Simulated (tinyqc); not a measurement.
Lateral field, substrate current, probability of reaching the oxide barrier and hot-carrier lifetime of a silicon transistor (pseudo-two-dimensional and lucky-electron models): one step, computed by the program tinyqc. Command: `OMP_NUM_THREADS=1 python tinyqc.py 3030881 3030882 out.jsonl hotcar walk`. One thread of a shared host (Intel(R) Xeon(R) Processor @ 2.30GHz), about 0.01 s of CPU time with the checks.

Local-field models: a lucky carrier gains its energy at the peak field over a path free of collisions. Voltages are magnitudes.

Question. Saturation point and current. C_ox = 3.9 eps_0/t; F_sat = 2 v_s/mu; V_Dsat = V_ov F_sat L/(V_ov + F_sat L), V_ov = V_G - V_T; I_D/W = C_ox v_s (V_ov - V_Dsat).

Inputs (values chosen for the exercise, modelled on a silicon n-channel):

| quantity | value | unit |
|---|---|---|
| channel length L | 250 | nm |
| oxide thickness t | 5 | nm |
| junction depth x_j | 87 | nm |
| mobility mu | 350 | cm^2/(V s) |
| saturation velocity v_s | 0.85 | 1e7 cm/s |
| threshold voltage V_T | 0.57 | V |
| gate voltage V_G | 1.6 | V |
| ionisation prefactor A_i | 2e+06 | 1/cm |
| ionisation field B_i | 1.73 | MV/cm |
| hot-carrier mean free path lambda | 8.2 | nm |
| oxide barrier phi_b | 3.1 | eV |
| interface-trap threshold phi_it | 3.8 | eV |
| lifetime constant H | 4 | s microampere/micrometre |
| length of the depleted extension L_n | 17 | nm |

Drain: lightly doped extension.

Constants: eps_0 = 8.8541878128e-12 F/m.

Give: F_sat; V_Dsat; drain current I_D/W.

Answer.

F_sat = 48.571 kV/cm

V_Dsat = 0.55729 V

drain current I_D/W = 277.50 microampere/micrometre
